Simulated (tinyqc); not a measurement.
Six-band Luttinger-Kohn model with strain: one step. The Hamiltonian. Three cases, with inputs chosen for the exercise.

Problem. Each term is the sum of its two parts.

Six-band Luttinger-Kohn model in the basis |3/2,3/2>, |3/2,1/2>, |3/2,-1/2>, |3/2,-3/2>, |1/2,1/2>, |1/2,-1/2>, electron energies, zero at the top of the unstrained valence band. H = -[rows: (P+Q, -S, R, 0, -S/r2, r2 R); (-S*, P-Q, 0, R, -r2 Q, r32 S); (R*, 0, P-Q, S, r32 S*, r2 Q); (0, R*, S*, P+Q, -r2 R*, -S*/r2); (-S*/r2, -r2 Q, r32 S, -r2 R, P+Dso, 0); (r2 R*, r32 S*, r2 Q, -S/r2, 0, P+Dso)], r2 = sqrt(2), r32 = sqrt(3/2). Levels are twofold.

Give: H(k).

Case 1.

Values chosen (out of a larger set: near those of AlAs; not measured data): Dso = 0.284 eV (spin-orbit splitting).

Terms (eV):
```
term                from k  from strain
P                0.0458609    0.0326425
Q                0.0099224   -0.0479339
R     0.0098701+0.0243638i    0.0000000
S                0.0000000    0.0000000
```

Solution.

H(k) (eV), rows 3/2,3/2, 3/2,1/2, 3/2,-1/2, 3/2,-3/2, 1/2,1/2, 1/2,-1/2 and columns alike:
```
[[-0.0405, 0, -0.0099-0.0244i, 0, 0, -0.0140-0.0345i],
 [0, -0.1165, 0, -0.0099-0.0244i, -0.0538, 0],
 [-0.0099+0.0244i, 0, -0.1165, 0, 0, 0.0538],
 [0, -0.0099+0.0244i, 0, -0.0405, 0.0140-0.0345i, 0],
 [0, -0.0538, 0, 0.0140+0.0345i, -0.3625, 0],
 [-0.0140+0.0345i, 0, 0.0538, 0, 0, -0.3625]]
```

Case 2.

Values chosen (out of a larger set: near those of Ge; not measured data): Dso = 0.282 eV (spin-orbit splitting).

Terms (eV):
```
term                from k  from strain
P                0.0909684    0.0162366
Q                0.0188054   -0.0422400
R     0.0030968+0.0590081i    0.0000000
S     0.0284867-0.0305968i    0.0000000
```

Solution.

H(k) (eV), rows 3/2,3/2, 3/2,1/2, 3/2,-1/2, 3/2,-3/2, 1/2,1/2, 1/2,-1/2 and columns alike:
```
[[-0.0838, 0.0285-0.0306i, -0.0031-0.0590i, 0, 0.0201-0.0216i, -0.0044-0.0835i],
 [0.0285+0.0306i, -0.1306, 0, -0.0031-0.0590i, -0.0331, -0.0349+0.0375i],
 [-0.0031+0.0590i, 0, -0.1306, -0.0285+0.0306i, -0.0349-0.0375i, 0.0331],
 [0, -0.0031+0.0590i, -0.0285-0.0306i, -0.0838, 0.0044-0.0835i, 0.0201+0.0216i],
 [0.0201+0.0216i, -0.0331, -0.0349+0.0375i, 0.0044+0.0835i, -0.3892, 0],
 [-0.0044+0.0835i, -0.0349-0.0375i, 0.0331, 0.0201-0.0216i, 0, -0.3892]]
```

Case 3.

Values chosen (out of a larger set: near those of Si; not measured data): Dso = 0.043 eV (spin-orbit splitting).

Terms (eV):
```
term                 from k  from strain
P                 0.0913975   -0.0139513
Q                 0.0071933    0.0155179
R     -0.0021203-0.0527209i   -0.0268778
S                 0.0000000    0.0000000
```

Solution.

H(k) (eV), rows 3/2,3/2, 3/2,1/2, 3/2,-1/2, 3/2,-3/2, 1/2,1/2, 1/2,-1/2 and columns alike:
```
[[-0.1002, 0, 0.0290+0.0527i, 0, 0, 0.0410+0.0746i],
 [0, -0.0547, 0, 0.0290+0.0527i, 0.0321, 0],
 [0.0290-0.0527i, 0, -0.0547, 0, 0, -0.0321],
 [0, 0.0290-0.0527i, 0, -0.1002, -0.0410+0.0746i, 0],
 [0, 0.0321, 0, -0.0410-0.0746i, -0.1204, 0],
 [0.0410-0.0746i, 0, -0.0321, 0, 0, -0.1204]]
```

Computed by tinyqc, one run a case: `OMP_NUM_THREADS=1 python tinyqc.py N N+1 out.jsonl` with N = 1080559, 1080745, 1080774; one thread of a shared Intel(R) Xeon(R) Processor @ 2.30GHz, about 0.3 s a run at most.
